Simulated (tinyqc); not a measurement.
What moves the results: plasmons of a degenerate electron gas in the random-phase approximation. A value that a table varies takes the place of the one given here.

Zero temperature, parabolic band: kF = (3 pi^2 n)^(1/3), EF = c kF^2/m, Ep^2 = 8 pi c e2 n/(m eb), qTF^2 = 6 pi e2 n/(eb EF), c = hbar^2/2m0, e2 = e^2/(4 pi eps0), n in 1/angstrom^3 (1e-24 per 1/cm^3).

Lindhard function: eps(q, E)/eb = 1 + (qTF/q)^2 (f1 + i f2) with z = q/(2 kF), u = E/(hbar vF q), hbar vF = 2 c kF/m; f1 = 1/2 + [h(z - u) + h(z + u)]/(8 z), h(x) = (1 - x^2) ln|(x + 1)/(x - 1)|; f2 = pi u/2 for z + u < 1, (pi/(8 z))(1 - (z - u)^2) for |z - u| < 1 < z + u, else 0. Pairs exist for c (q^2 - 2 q kF)/m < E < c (q^2 + 2 q kF)/m.

Constants: hbar^2/2m0 = 3.80998211 eV angstrom^2; e^2/(4 pi eps0) = 14.39964547 eV angstrom; a0 (Bohr radius) = 0.5291772105 angstrom.

Values chosen for the exercise (mass and background constant near those of GaAs; polar phonons, which mix with the plasmon in the real crystal, and the rise of the mass with filling are left out; not measured data):
- n = 3.2e+18 1/cm^3 (electron density)
- m = 0.0668 m0 (mass)
- eb = 10.9 (background dielectric constant)
- ed = 1 (dielectric constant of the surroundings)
- d = 100 angstrom (film thickness)
- qp = 0.00692 1/angstrom (wave vector of the plasmon)

## Dispersion and weight of the plasmon

Short formula: E^2 = Ep^2 + (3/5)(hbar vF q)^2 + (c q^2/m)^2; qc is where the plasmon meets the top of the continuum. The weight is the share of the f-sum that the plasmon carries, 2E/(Ep^2 d(eps/eb)/dE); a dash marks no undamped root.

Energies (meV):
```
q (1/angstrom)   q/kF  top of continuum  plasmon  short formula  weight
0.00193         0.042             10.25    78.23          78.23   1.000
0.00483         0.106             26.45    80.28          80.25   0.999
0.00774         0.170             43.67    84.12          83.93   0.995
0.0106          0.233             61.53    89.69          89.02   0.980
0.0135          0.296             80.60    97.34          95.53   0.940
0.0155          0.340             94.31    104.0          100.7   0.878
0.0174          0.382             107.8    111.8          106.2   0.754
0.0188          0.412             117.9    118.7          110.5   0.540
0.0213          0.467             136.6        -          118.7       -
0.0251          0.551             166.5        -          132.6       -
```

qc = 0.01934 1/angstrom

Ep = 77.85 meV. The plasmon rises from 78.23 to 118.7 meV just before qc, 52 % above Ep. The short formula errs by -0.75 % at q/kF = 0.23 and -6.95 % next to qc. The weight falls from 1.000 to 0.540 as pairs take over the sum.

## Density dependence

n is multiplied by the factor listed.

Results:
```
factor     rs  EF (meV)  Ep (meV)  Ep/EF  qc/kF  alpha = 3 EF/(5 Ep)
0.10    1.050     25.54     24.62  0.964  0.571                0.622
0.20    0.834     40.54     34.81  0.859  0.522                0.699
0.50    0.614     74.67     55.04  0.737  0.464                0.814
1.0     0.488     118.5     77.85  0.657  0.424                0.914
2.0     0.387     188.2     110.1  0.585  0.388                1.026
5.0     0.285     346.6     174.1  0.502  0.344                1.195
10      0.226     550.2     246.2  0.447  0.314                1.341
```

Over two decades Ep grows by 10.0 (n^(1/2)) and EF by 21.5 (n^(2/3)), so Ep/EF falls from 0.964 to 0.447 as sqrt(rs), and qc/kF from 0.571 to 0.314: in a dense gas the plasmon enters the continuum earlier on the scale of kF. alpha is the coefficient in E = Ep + alpha hbar^2 q^2/(m m0).

## Thin film modes against wave vector (bulk, surface, particle and sheet plasmons)

Drude medium eps = eb (1 - Ep^2/E^2), no retardation. A film of thickness d has modes eps = -ed coth(q d/2) (lower) and eps = -ed tanh(q d/2) (upper); a sheet with ns = n d has E^2 = 4 pi c e2 ns q/(m ed). One surface: eps = -ed; small sphere: eps = -2 ed.

Modes (meV):
```
q d    q (1/angstrom)  lower  upper  sheet
0.020        0.000200  24.40  77.81  25.70
0.050        0.000500  36.02  77.76  40.64
0.10          0.00100  46.22  77.67  57.47
0.20          0.00200  56.17  77.49  81.27
0.50          0.00500  66.40  76.98  128.5
1.0            0.0100  71.11  76.25  181.7
2.0            0.0200  73.54  75.26  257.0
4.0            0.0400  74.39  74.62  363.5
8.0            0.0800  74.50  74.50  514.0
```

bulk, surface, sphere (meV): 77.85  74.50  71.56

At small q d the lower mode tends to the sheet law sqrt(q) (no listed row is yet within 5 %) and the upper one starts near the bulk value. At q d = 8 the two are 0.0042 meV apart around the surface value 74.5 meV. Retardation, left out here, matters where q is below about three times sqrt(ed) E/(hbar c), hbar c = 1973.27 eV angstrom: that holds for 0 of the rows (from the top) for the lower mode and 0 for the upper one. From q d = 4 on q exceeds half of kF = 0.0456 1/angstrom, where a local dielectric function has failed; it does so earlier, once hbar vF q nears the mode energy.

## What moves the plasmon

The plasmon is taken at qp. Each row changes one parameter from the base and keeps the others.

Results:
```
case                     Ep (meV)  plasmon at qp (meV)  qc (1/angstrom)
base                        77.85                82.85          0.01934
n = 3.84e+18 1/cm^3         85.27                90.43          0.02007
m = 0.0768 m0               72.60                76.66          0.02042
eb = 9.81                   82.06                86.81          0.02015
qp = 0.00484 1/angstrom     77.85                80.29          0.01934
```

The largest shifts from the base row, up to three for each result and ties (the steps differ in size, so this ranks the rows, not the parameters). Ep (meV): n +7.43, m -5.24, eb +4.21; unchanged at the printed digits by qp. plasmon at qp (meV): n +7.58, m -6.19, eb +3.96. qc (1/angstrom): m +0.00108, eb +0.000809, n +0.000731; unchanged at the printed digits by qp.

Run: tinyqc, `OMP_NUM_THREADS=1 python tinyqc.py 1680102 1680103 out.jsonl`; Intel(R) Xeon(R) Processor @ 2.30GHz, one thread, shared host; about 0.01 s of CPU time with all checks.
